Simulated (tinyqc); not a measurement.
Changing the growth temperature T: precursor delivery by bubblers, mass-transport growth and the solid composition of a III-V alloy. Computed by tinyqc, a small Python program. Command: `OMP_NUM_THREADS=1 python tinyqc.py 3005319 3005320 out.jsonl movpe_thermo sweep`. One thread of a shared host (Intel(R) Xeon(R) Processor @ 2.30GHz), about 0.01 s of CPU time with the checks.

1 sccm = 44.615 micromol/min; 1 torr = 133.322 Pa. The sources decompose fully at the surface.

Inputs (values chosen for the exercise, modelled on triethylgallium (source 1) and trimethylindium (source 2) for the vapour pressures):
```
quantity                                                value      unit
bath temperature T1                                       298         K
bath temperature T2                                       303         K
bubbler pressure p_b                                      400      torr
carrier flow F1                                           180      sccm
carrier flow F2                                            31      sccm
total flow F_t                                             19       slm
group-V flow F_V                                          290      sccm
reactor pressure p                                         40      torr
diffusivity at 273 K and 760 torr                        0.32    cm^2/s
flow cross-section A                                       34      cm^2
distance from the leading edge z                          4.3        cm
lattice constant a                                       5.65  angstrom
interaction L0 of the solid                              4.68    kJ/mol
vapour fraction x_v of D among the group-V sources       0.52         -
exchange energy dG_x of AC + (1/2) D2 -> AD + (1/2) C2   -1.3    kJ/mol
```

Alloy: mixing on the group-V sites.

constants a, b of source 1 (log10 torr, K): 8.108  2162

constants a, b of source 2 (log10 torr, K): 10.55  3014

Constants: k_B = 1.380649e-23 J/K; R = 8.314462618 J/(mol K).

Method:
- log10 p_v = a - b/T_bath; molar flow = F x 44.615 x p_v/(p_b - p_v) for a saturated bubbler.
- p_i = p n_i/(44615 F_t), F_t in slm; p_V = p F_V/(1000 F_t), counted per molecule supplied; V/III = 44.615 F_V/(n1 + n2); vapour fraction of source 2 = n2/(n1 + n2).
- Mean velocity u = (F_t/A)(760/p)(T/273); D = D0 (T/273)^1.75 (760/p); boundary layer delta = sqrt(pi D z/u); flux = D dp/(delta k_B T); growth rate = flux x a^3/4.
- At high V/III the group-V pressures at the surface equal those supplied, as dimers: p_D2/p_C2 = x_v/(1 - x_v). Equilibrium of the solid AC(1-x)D(x), A standing for the mix of both group-III metals: ln[x/(1 - x)] + L0 (1 - 2x)/(R T) = -dG_x/(R T) + (1/2) ln[x_v/(1 - x_v)]. Growth rate = rate per torr x (p_1 + p_2). Sensitivity dx/dx_v = [1/(2 x_v (1 - x_v))]/[1/(x (1 - x)) - 2 L0/(R T)].

One run for each value; columns: (1) growth temperature T (K); (2) solid fraction x; (3) growth rate (micrometre/h); (4) growth rate per torr of group III (micrometre/(h torr)):
```
(1)       (2)     (3)     (4)
800   0.58932  5.7789  766.87
850   0.58257  5.9118  784.51
900   0.57686  6.0399  801.50
950   0.57197  6.1636  817.92
1000  0.56774  6.2833  833.80
1050  0.56405  6.3993  849.20
1100  0.56079  6.5119  864.14
1150  0.55791  6.6214  878.67
```

Over the rows, solid fraction x falls from 0.589 to 0.558 (exponent d ln y / d ln x -0.19 between the first rows and -0.12 between the last); growth rate (micrometre/h) rises from 5.78 to 6.62 (exponent d ln y / d ln x about 0.37 throughout); growth rate per torr of group III (micrometre/(h torr)) rises from 767 to 879 (exponent d ln y / d ln x about 0.38 throughout). The rate per torr depends on T only weakly, as T^(1.75 - 1 - 0.375); pyrolysis limits at low T are left out.
